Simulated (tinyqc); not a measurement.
Thinning the body: Gamma, L and X subbands of a thin body with non-parabolic valleys.

Hard walls, flat band, c = hbar^2/2m0, energies from the bulk Gamma edge. For a valley at angle theta to the normal 1/m_z = cos^2/ml + sin^2/mt and m_d = sqrt(ml mt^2/m_z). Subband n starts at E_v + e with e (1 + a e) = c (n pi/t)^2/m_z, and its density-of-states mass is taken as m_d (1 + 2 a e), without further growth at higher in-plane energy. Groups are named by valley and degeneracy.

n_i = g m/(2 pi c) kB T ln(1 + exp((EF - E_i)/kB T)), sum n_i = Ns (1e12/cm^2 = 1e-4/angstrom^2), c = hbar^2/2m0. Quantum capacitance Cq = 1602.176634 sum g m/(2 pi c) f_i in microfarad/cm^2 with f_i = 1/(1 + exp((E_i - EF)/kB T)); Cox = 34.5313/eot (one gate); C/Cox = Cq/(Cq + Cox), the centroid term left out.

Constants: hbar^2/2m0 = 3.80998211 eV angstrom^2; kB = 8.617333262e-05 eV/K.

Values chosen for the exercise (near those of a thin GaAs channel; not measured data): face = 110 (surface); mG = 0.0679 m0 (Gamma mass); aG = 0.56 1/eV (Gamma non-parabolicity); EL = 0.297 eV (L edge above Gamma); mL = (1.943, 0.075) m0 (L valleys (four, along <111>): ml, mt); EX = 0.416 eV (X edge above Gamma); mX = (1.25, 0.224) m0 (X valleys (three, along <100>): ml, mt); aS = 0.38 1/eV (non-parabolicity of L and X); Ns = 7.1 x 1e12/cm^2 (sheet density); T = 300 K (temperature); eot = 6 angstrom (equivalent oxide thickness); ts = (20, 26, 34, 45, 60, 85, 130) angstrom (thicknesses).

Lowest edge of each valley type, the lowest group, the Gamma share and C/Cox, with n = 1 to 8 of all groups.

Results:
```
t (angstrom)  Gamma (eV)  L (eV)  X (eV)  lowest  Gamma share (%)  C/Cox
20                 0.915   0.689   0.644      X2              0.0  0.856
26                 0.611   0.541   0.555      L2              0.9  0.860
34                 0.393   0.444   0.499      G1             31.3  0.836
45                 0.241   0.383   0.464      G1             64.1  0.766
60                 0.142   0.346   0.443      G1             79.3  0.701
85                 0.074   0.322   0.430      G1             90.0  0.674
130                0.032   0.308   0.422      G1             98.3  0.650
```

From 130 down to 20 angstrom Gamma rises by 0.88 eV, L by 0.38 and X by 0.22 eV, the light Gamma mass moving most. The lowest group changes from G1 to L2 between 34 and 26 angstrom. The lowest group changes from L2 to X2 between 26 and 20 angstrom. The Gamma share goes from 98 % to 0 %. C/Cox is 0.65 and 0.86 at the ends and lies between 0.65 and 0.86. Hard walls overstate the rise in the thinnest rows.

Run: tinyqc, `OMP_NUM_THREADS=1 python tinyqc.py 1281635 1281636 out.jsonl`; Intel(R) Xeon(R) Processor @ 2.30GHz, one thread, shared host; about 0.04 s of CPU time with all checks.
